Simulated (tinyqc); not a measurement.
Comparisons within one model: special k points of the bcc lattice. A value that a table varies takes the place of the one given here.

Lattice vectors in units of a: a1 = (-1/2, 1/2, 1/2), a2 = (1/2, -1/2, 1/2), a3 = (1/2, 1/2, -1/2); reciprocal vectors b_i with a_i . b_j = 2 pi delta_ij. Mesh: k = sum_i f_i b_i with f_i = (2 j_i + shift)/(2 N), j_i = 0 .. N-1. The point group of the lattice has 48 operations; only those that map the mesh onto itself are used.

A_m(k) = sum over the m-th star of lattice vectors R of cos(k . R), stars in order of length: m = 1: |R|^2 = 0.75, 8 vectors, such as (1, 1, 1) in the basis a_i; m = 2: |R|^2 = 1, 6 vectors, such as (1, 1, 0) in the basis a_i; m = 3: |R|^2 = 2, 12 vectors, such as (2, 1, 1) in the basis a_i; m = 4: |R|^2 = 2.75, 24 vectors, such as (2, 2, 1) in the basis a_i; m = 5: |R|^2 = 3, 8 vectors, such as (2, 2, 2) in the basis a_i; m = 6: |R|^2 = 4, 6 vectors, such as (2, 2, 0) in the basis a_i. The zone mean of every A_m is zero.

Test function, the lower band of a two-band insulator: E(k) = -sqrt(D^2 + (e0 - t A_1(k))^2).

Inputs chosen for the exercise: D = 0.85 eV (half gap term); t = 0.63 eV (coupling); e0 = 1.99 eV (offset); N = 5 (points along each reciprocal vector); shift = 0 (half steps).

## Mesh size and shift

Errors of the mean of E against the unshifted mesh with N = 24. The fifth column is |R|^2 of the shortest star with a non-zero mean.

Meshes:

| mesh | points | irreducible | operations | \|R\|^2 missed | error (meV) |
|---|---|---|---|---|---|
| 1 Gamma | 1 | 1 | 48 | 0.75 | -677.956 |
| 1 shifted | 1 | 1 | 48 | 0.75 | -4592.928 |
| 2 Gamma | 8 | 3 | 48 | 3.00 | -415.605 |
| 2 shifted | 8 | 2 | 48 | 3.00 | 324.341 |
| 3 Gamma | 27 | 4 | 48 | 6.75 | 37.034 |
| 3 shifted | 27 | 4 | 48 | 6.75 | 35.184 |
| 4 Gamma | 64 | 8 | 48 | 12.00 | -5.009 |
| 4 shifted | 64 | 6 | 48 | 12.00 | -16.061 |
| 5 Gamma | 125 | 10 | 48 | 18.75 | -3.665 |
| 5 shifted | 125 | 10 | 48 | 18.75 | 2.820 |
| 6 Gamma | 216 | 16 | 48 | >24 | 3.061 |
| 6 shifted | 216 | 14 | 48 | >24 | 1.399 |

reference mean = -2.48827 eV

The shifted mesh has the smaller error for 4 of 6 values of N and the larger for 2. No mesh listed comes within 1 meV. A mesh misses the lattice vectors N (n1 a1 + n2 a2 + ...); the half shift gives each the sign (-1)^(n1 + n2 + ...), so the 8 shortest ones add up to -8 in place of 8: their term only changes sign. The shift keeps the full symmetry; it leaves fewer irreducible points for N = 2, 4 and 6.

## Gap and mesh density

D takes the values listed; errors against the unshifted mesh with N = 30, for unshifted meshes.

Errors (meV):

| D (eV) | reference (eV) | N = 2 | N = 4 | N = 6 | N = 8 |
|---|---|---|---|---|---|
| 0.2 | -2.2861 | -475.111 | -11.750 | 16.373 | -0.406 |
| 0.4 | -2.3281 | -458.911 | -8.599 | 10.063 | 0.071 |
| 0.8 | -2.4667 | -420.420 | -5.307 | 3.515 | 0.198 |
| 1.5 | -2.8325 | -359.868 | -1.983 | 0.423 | 0.051 |
| 2.5 | -3.5214 | -300.678 | -0.014 | -0.014 | 0.003 |
| 4.0 | -4.7449 | -245.704 | 0.347 | -0.007 | 0.000 |

The first listed N from which the error stays below 0.5 meV is 8 for D = 0.2, 8 for D = 0.4, 8 for D = 0.8, 6 for D = 1.5, 4 for D = 2.5, 4 for D = 4 eV. A larger D makes the function smoother, so its Fourier coefficients fall faster with |R|; single entries change sign along a column, so a small error on one coarse mesh can be a cancellation.

## One point for the whole zone

The mean-value (Baldereschi) point is taken at k = (2 pi/a) (0.1667, 0.1667, 0.5), that is f = (0.25, 0.25, -0.0833); the reference is the mesh with N = 24.

Single points:

| point | A_1 | A_2 | A_3 | A_4 | E (eV) |
|---|---|---|---|---|---|
| Gamma | 8.000 | 6.000 | 12.000 | 24.000 | -3.1662 |
| mean-value point | 0.000 | 0.000 | -3.000 | 0.000 | -2.1639 |
| zone-face centre b1/2 | 0.000 | -2.000 | -4.000 | 0.000 | -2.1639 |

reference mean = -2.4883 eV

The mean-value point makes A_1, A_2 and A_4 vanish. Its error is +324 meV, against -678 meV at Gamma and +324 meV at b1/2. E is not linear in A_1; its powers hold sums of nearest vectors and a non-zero mean, so this point is not exact. A_1 has the same value at b1/2, and E depends on A_1 alone, so this test cannot tell the two points apart.

## What moves the zone average

Mean of E over the mesh, and its error against the unshifted mesh with N = 24. Each row changes one parameter from the base and keeps the others.

Results:

| case | mean (eV) | error (meV) | irreducible points |
|---|---|---|---|
| base | -2.4919 | -3.67 | 10 |
| N = 6 | -2.4852 | 3.06 | 16 |
| shift = 1 | -2.4855 | 2.82 | 10 |
| D = 0.595 eV | -2.3948 | -7.11 | 10 |
| t = 0.819 eV | -2.7296 | 10.82 | 10 |

The largest shifts from the base row, up to three for each result and ties (the steps differ in size, so this ranks the rows, not the parameters). mean (eV): t -0.2376, D +0.0971, N +0.0067. error (meV): t +14.49, N +6.73, shift +6.48. irreducible points: N +6; unchanged at the printed digits by shift, D and t.

Computed by tinyqc, a small Python program: `OMP_NUM_THREADS=1 python tinyqc.py 1682772 1682773 out.jsonl` (the numbers bound the seed that draws the inputs); one thread of a shared host (Intel(R) Xeon(R) Processor @ 2.30GHz), about 0.1 s for the whole set of steps.
